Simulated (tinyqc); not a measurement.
# Ellipsometry and reflectance of a transparent film on an absorbing substrate, step by step

tinyqc, about 0.4 s, one thread, Intel Xeon 2.30GHz (shared host): `OMP_NUM_THREADS=1 python tinyqc.py 2870216 2870217 out.jsonl` Printed values are rounded.

Air (index 1), film, substrate with N2 = n2 - i k2; time factor exp(+i w t). q_j = sqrt(N_j^2 - sin^2 th), root with positive real part. Fresnel coefficients r_s = (q_a - q_b)/(q_a + q_b), r_p = (N_b^2 q_a - N_a^2 q_b)/(N_b^2 q_a + N_a^2 q_b). tan(Psi) exp(i Delta) = R_p/R_s, Delta taken from 0 to 360 degrees.

Inputs (values chosen for the exercise); indices close to those of silicon dioxide on silicon: wavelength lam = 632.8 nm; angle of incidence th = 60 degrees; index of the transparent film n1 = 1.45; film thickness d = 40 nm; index of the substrate n2 = 3.882; extinction coefficient of the substrate k2 = 0.019.

## Interface coefficients and thickness period

q0, q1, q2 and the coefficients r01 and r12 for p and s; the results repeat in d with the period lam/(2 q1).

q0 = 0.5
q1 = 1.16297
q2 = 3.78417-0.01949i
r01,p = -0.0504558
r01,s = -0.398666
r12,p = 0.375551-0.001992i
r12,s = -0.529849+0.001852i
period = 272.062 nm

## Psi, Delta and reflectances

beta = 2 pi d q1/lam, X = exp(-2 i beta), R = (r01 + r12 X)/(1 + r01 r12 X) for p and s.

beta = 0.461894 rad
X = 0.602803-0.797890i
R_p = 0.171625-0.306936i
R_s = -0.677167+0.274638i
Psi = 25.6986 degrees
Delta = 141.288 degrees
|R_p|^2 = 0.123665
|R_s|^2 = 0.533981

The bare substrate gives Psi = 23.38 and Delta = 179.72 degrees.
